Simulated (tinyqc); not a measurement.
Inside a calculation. Method: tight binding, honeycomb lattice. One step of it, computed by the program tinyqc.

Task: Bloch Hamiltonian at k. H_AB = -t1 (1 + exp(-i k.a1) + exp(-i k.a2)); H_AA = delta - 2 t2 sum cos(k.b + phi), H_BB = -delta - 2 t2 sum cos(k.b - phi), b = a1, a2 - a1, -a2.

Parameters chosen for this model:
```
parameter     value                        unit
t1         0.820000                 eV, nearest
t2         0.130000       eV, second neighbours
phi               0  rad, phase of t2 (Haldane)
delta             0          eV, +/- on A and B
```

k point k (fractions of the reciprocal vectors): [0.450000, -0.410000]

Give: H(k) at k.

Result:

H(k) at k (eV), order A, B:
$$\begin{pmatrix}
0.301 & 0.652-0.186i \\
0.652+0.186i & 0.301
\end{pmatrix}$$
